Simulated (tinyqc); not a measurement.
Worked calculation: static screening by free carriers. Values are carried at full precision from step to step, so a last printed digit may differ when a step is redone from the rounded ones.

kF = (3 pi^2 n/Mv)^(1/3), EF = c kF^2/m with c = hbar^2/2m0, n in 1/angstrom^3 (1e-24 per 1/cm^3), e2 = e^2/(4 pi eps0). Thomas-Fermi: qTF^2 = 6 pi e2 n/(eps EF). Debye: qD^2 = 4 pi e2 n/(eps kB T).

Constants: hbar^2/2m0 = 3.80998211 eV angstrom^2; e^2/(4 pi eps0) = 14.39964547 eV angstrom; kB = 8.617333262e-05 eV/K; a0 (Bohr radius) = 0.5291772105 angstrom; hbar = 6.58211957e-16 eV s.

Values chosen for the exercise (near those of InAs; shifted at random, so the results belong to these values and not to a real crystal): n = 8.3e+17 1/cm^3 (carrier density); m = 0.0258 m0 (mass of one isotropic valley); Mv = 1 (valleys); eps = 15 (background dielectric constant); T = 300 K; q = 0.0254 1/angstrom (wave vector); aD = 471.9 angstrom (trial radius); NI = 1.2e+18 1/cm^3 (ionised impurities).

## Fermi and screening wave vectors

Also the effective Bohr radius aB = a0 eps/m and rs = (3/(4 pi n))^(1/3)/aB.

kF = 0.029074 1/angstrom
EF at 0 K = 124.8 meV
EF/kT = 4.83
qTF = 0.010969 1/angstrom
qD = 0.019680 1/angstrom
aB = 307.7 angstrom
rs = 0.215

The gas is partly degenerate; neither limit is exact, and the true screening wave vector lies below both.

## Screening at finite temperature

F_j(eta) = (1/Gamma(j + 1)) integral_0^infinity x^j dx/(1 + exp(x - eta)), which tends to exp(eta) for eta << 0.

At finite T: qs^2 = qD^2 F_-1/2(eta)/F_1/2(eta), where n = Mv N F_1/2(eta) and N = 2 (m kB T/(4 pi c))^(3/2) with c = hbar^2/2m0, in 1/angstrom^3; times 1e24 for 1/cm^3.

Solve for eta and form qs.

n/(Mv N) = 7.981
eta = 4.644
qs = 0.01074 1/angstrom
screening length 1/qs = 93.15 angstrom

qs is 0.546 of the Debye value and 0.979 of the Thomas-Fermi value.

## Lindhard function at one q

Lindhard at zero temperature: eps(q)/eps = 1 + (qTF/q)^2 L(x), x = q/(2 kF), L(x) = 1/2 + ((1 - x^2)/(4x)) ln|(1 + x)/(1 - x)|.

Compare with Thomas-Fermi, 1 + (qTF/q)^2.

x = 0.4368
L(x) = 0.9337
eps(q)/eps, Lindhard = 1.174
eps(q)/eps, Thomas-Fermi = 1.186

The carriers respond with 93 % of their long-wave strength at this q.

## A donor in the screened potential

Donor in the screened potential -(e2/eps) exp(-qs r)/r with the trial function exp(-r/a): E(a) = c/(m a^2) - (e2/eps) 4/(a (2 + qs a)^2), e2 = e^2/(4 pi eps0), c = hbar^2/2m0; isotropic mass.

Evaluate both terms at a = aD.

kinetic term = 0.663 meV
potential term = -0.163 meV
E(aD) = 0.500 meV
unscreened level -m Ry/eps^2 (Ry = 13.60569312 eV) = -1.560 meV

This trial radius gives no binding, nor does any radius up to 3 aB.

## Ionised-impurity scattering at E = 3 kT

Brooks-Herring rate for an electron of energy E: 1/tau = NI (pi e2^2/(eps^2 hbar)) (sqrt(c/m)/E^(3/2)) Phi(b), with Phi = ln(1 + b) - b/(1 + b), b = (2k/qs)^2, k^2 = m E/c, NI in 1/angstrom^3.

e2 = e^2/(4 pi eps0), c = hbar^2/2m0; mobility estimate mu = tau/(m m0/e) with m0/e = 5.685630e-12 kg/C, times 1e4 for cm^2/(V s).

b = 18.23
Phi = 2.0083
1/tau = 5.96e+12 1/s
mu at this energy = 1.14e+04 cm^2/(V s)

b is well above 1, the regime that the Brooks-Herring formula is meant for; a true mobility averages tau over the distribution.

## Checks

- Scattering rate against the golden-rule integral over angles (1/s): both 5.964e+12.
- L(x) at x = 0.7 against the integral over the Fermi sphere: both 0.81595.

Run: tinyqc, `OMP_NUM_THREADS=1 python tinyqc.py 1652521 1652522 out.jsonl`; Intel(R) Xeon(R) Processor @ 2.30GHz, one thread, shared host; about 0.01 s of CPU time with all checks.
